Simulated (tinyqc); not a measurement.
Doping from the ideality factor.

Problem. For thermionic-field emission over a Schottky barrier the ideality factor is n = u coth(u) with u = E00/Vt and E00 = (hbar/2) sqrt(Nd/(me m0 eps0 eps_r)) in SI units (volts). Find u, E00 and Nd.

Inputs (values chosen for the exercise); band and dielectric values close to those of gallium arsenide:
- T = 300 K (temperature)
- me = 0.0662 m0 (electron mass)
- eps_r = 12.8 (relative permittivity)

Constants: q = 1.602176634e-19 C, kB = 1.380649e-23 J/K, eps0 = 8.8541878128e-12 F/m, hbar = 1.054571817e-34 J s, m0 = 9.1093837015e-31 kg, Vt = kB T/q. Results are converted to the units shown.

n = 2.7270440

Solution. u coth(u) rises steadily from 1, so n fixes u; the definition of E00 then gives Nd.

u = 2.703
E00 = 69.87 meV
Nd = 1.200e19 cm^-3

Program tinyqc, `OMP_NUM_THREADS=1 python tinyqc.py 2640040 2640041 out.jsonl`; Intel Xeon 2.30GHz, shared host, one thread, about 0.01 s.
